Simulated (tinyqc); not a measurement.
# Avrami exponent and time from two shares

Inverse problem. f = 1 - exp(-(t/tau)^m). Find m and tau.

f at t = 43 and 110 ns: 0.12064885  0.88379083

Answer. ln(-ln(1 - f)) is linear in ln t with slope m.

m = 3.000
tau = 85.20 ns

Program tinyqc, `OMP_NUM_THREADS=1 python tinyqc.py 2860052 2860053 out.jsonl`; Intel Xeon 2.30GHz, shared host, one thread, about 0.01 s.
